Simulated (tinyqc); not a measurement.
Free-carrier absorption and index change in the near infrared: free-carrier optics of a doped semiconductor (Drude model with one polar phonon).

eps(E) = ei [1 - Ep^2/(E^2 + i E Gam)] + (es - ei) wT^2/(wT^2 - E^2 - i E gT), with Ep^2 = 8 pi c (e^2/(4 pi eps0)) N/(m ei), c = hbar^2/2m0, N in 1/angstrom^3 (1e-24 per 1/cm^3); Gam = hbar/tau, tau = mu m m0/e with m0/e = 5.685630e-12 kg/C and mu in m^2/(V s). Energies in meV.

n + i k = sqrt(eps1 + i eps2) with k >= 0; R = ((n - 1)^2 + k^2)/((n + 1)^2 + k^2) at normal incidence from vacuum; alpha = 2 E k/(hbar c), times 1e8 for 1/cm; loss function Im(-1/eps) = eps2/(eps1^2 + eps2^2).

Constants: hbar^2/2m0 = 3.80998211 eV angstrom^2; e^2/(4 pi eps0) = 14.39964547 eV angstrom; hbar = 6.58211957e-16 eV s; hbar c = 1973.269805 eV angstrom.

Parameters, chosen for this exercise (mass and dielectric values near those of SiC; N and mu are free inputs; interband absorption and the rise of the mass with filling are left out; shifted at random, so the results belong to these values and not to a real crystal):
- N = 3.1e+18 1/cm^3 (carrier density)
- m = 0.401 m0 (conductivity mass)
- mu = 66 cm^2/(V s) (mobility)
- ei = 6.37 (high-frequency dielectric constant)

At the wavelengths listed E = hc/lambda (hc = 1239.841984 eV nm). Approximate forms: alpha = ei Ep^2 Gam/(E^2 sqrt(ei) hbar c) and dn = -sqrt(ei) Ep^2/(2 E^2). The phonon term is left out here.

Free carriers:
```
lambda (micrometre)  E (meV)  alpha (1/cm)  alpha, approximate        dn  dn, approximate
1.31                   946.4          10.4                10.5  -0.00235         -0.00236
1.55                   799.9          14.6                14.6  -0.00329         -0.00330
2.00                   619.9          24.3                24.4  -0.00547         -0.00549
3.00                   413.3          54.5                54.8   -0.0123          -0.0124
5.00                   248.0           150                 152   -0.0335          -0.0343
8.00                   155.0           373                 390   -0.0827          -0.0879
10.60                  117.0           635                 684    -0.139           -0.154
```

How do the results move, and what explains it?

At 1.55 micrometre alpha = 14.6 1/cm and dn = -0.00329; a phase shift of pi needs a length lambda/(2 |dn|) = 235 micrometre, over which the loss is 1.49 dB. The approximate alpha is within 5 % up to 8 micrometre of the wavelengths listed; it needs photon energies well above both Ep and Gam, which lie at 30.3 and 28.3 micrometre. Interband and intervalley absorption are left out.

Program tinyqc; command `OMP_NUM_THREADS=1 python tinyqc.py 1681603 1681604 out.jsonl`; about 0.01 s on one thread of a shared Intel(R) Xeon(R) Processor @ 2.30GHz.
